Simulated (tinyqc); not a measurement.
## Surface potential of a MOS transistor: implicit equation and explicit approximations: accuracy of the approximations against gate voltage

p-type body, charge-sheet picture, depletion and inversion only, full ionisation (an idealisation for deep acceptors), Boltzmann statistics (rough once Na exp(x - xn) passes about Nc/7). In units of Vt: xg = (Vg - Vfb)/Vt, x = psi/Vt, G = gamma/sqrt(Vt), xn = (2 phiF + Vc)/Vt. The implicit equation is (xg - x)^2 = G^2 [x - 1 + exp(x - xn)] for x above about 3. Cox = eps0 eox/tox.

ni = sqrt(Nc Nv) exp(-Eg/(2 Vt)), Eg in volts; phiF = Vt ln(Na/ni); gamma = sqrt(2 q eps0 eps_r Na)/Cox; VT = Vfb + Vt (xn + G sqrt(xn - 1)). Depletion value a = 1 + [sqrt(G^2/4 + xg - 1) - G/2]^2; inversion value b = xn + ln[(xg - xn)^2/G^2 - xn + 1] and first guess y = min(a, b) - ln(1 + exp(-|a - b|)) if a > xn + 1, else b = y = a; one second-order correction with D = exp(y - xn), p = 2 (xg - y) + G^2 (1 + D), w = (xg - y)^2 - G^2 (y - 1 + D): z = y + 2 w/(p + sqrt(p^2 - 2 (2 - G^2 D) w)), or the Newton step z = y + w/p where the root is not real. N_inv = (Cox Vt G/q) [sqrt(x - 1 + exp(x - xn)) - sqrt(x - 1)] at the root. Lambert form (Cox m Vt/q) W0[(G/(2 m sqrt(xn - 1))) exp((Vg - VT)/(m Vt))], m = 1 + G/(2 sqrt(xn - 1)). Errors under 1e-4 mV, and the linear form below VT, are printed as 0.

Parameters, values chosen for the exercise; band and dielectric values close to those of germanium: temperature T = 350 K; band gap Eg = 0.672 eV; relative permittivity eps_r = 15.9; conduction-band density of states at T Nc = 1.3e19 cm^-3; valence-band density of states at T Nv = 7.67e18 cm^-3; relative permittivity of the gate insulator (close to silicon nitride) eox = 7.71; insulator thickness tox = 32 nm; acceptor density Na = 6.7e16 cm^-3; flat-band voltage Vfb = -0.93 V; channel-body voltage Vc = 0 V.

Constants: q = 1.602176634e-19 C, kB = 1.380649e-23 J/K, Vt = kB T/q, eps0 = 8.8541878128e-14 F/cm where lengths are in cm. Results are converted to the units shown.

Result of one run:
```
psi (V)  x - xn  error of y (mV)  error of z (mV)  N_inv (cm^-2)  Cox (Vg - VT)/q (cm^-2)  Lambert form (cm^-2)
0.5098    4.630             7.07          -0.0756       1.299e12                 1.604e12              1.340e12
```

Which gate-body voltage Vg gave this result: 0.12, 0.52, 0.72, 0.92 or 1.12 V?

Vg = 1.12 V.

The whole series:
```
Vg (V)  psi (V)   x - xn  error of y (mV)  error of z (mV)  N_inv (cm^-2)  Cox (Vg - VT)/q (cm^-2)  Lambert form (cm^-2)
-0.48    0.1583   -7.025           0.0143                0        4.068e7                        0               1.251e7
-0.28    0.2593   -3.676            0.351                0        8.651e8                        0               6.148e8
-0.08    0.3631  -0.2320             9.76          -0.0537       2.210e10                  6.237e9              2.221e10
0.12     0.4258    1.846             13.5           -0.487       1.486e11                 2.725e11              1.557e11
0.32     0.4562    2.853             13.6           -0.622       3.487e11                 5.388e11              3.640e11
0.52     0.4753    3.486             10.9           -0.306       5.739e11                 8.051e11              5.966e11
0.72     0.4893    3.952             9.16           -0.173       8.102e11                 1.071e12              8.396e11
0.92     0.5005    4.322             7.96           -0.110       1.053e12                 1.338e12              1.088e12
1.12     0.5098    4.630             7.07          -0.0756       1.299e12                 1.604e12              1.340e12
```

psi rises from 0.158 to 0.510 V and ends 4.6 Vt above 2 phiF + Vc. Among the rows the first guess is off by at most 14 mV (at Vg = 0.32 V) and the corrected value by at most 0.62 mV. In the last row the linear form is 23 % above N_inv and the Lambert form 3.2 % above it; in the first row the Lambert form is 69 % below it. For Vg = 0.52, 0.72, 0.92, 1.12 the electron quasi-Fermi level lies less than 2 Vt below the band edge at the surface, or above it, where degeneracy and confinement, left out, matter.

Program tinyqc, `OMP_NUM_THREADS=1 python tinyqc.py 2122088 2122089 out.jsonl`; Intel Xeon 2.30GHz, shared host, one thread, about 0.01 s.
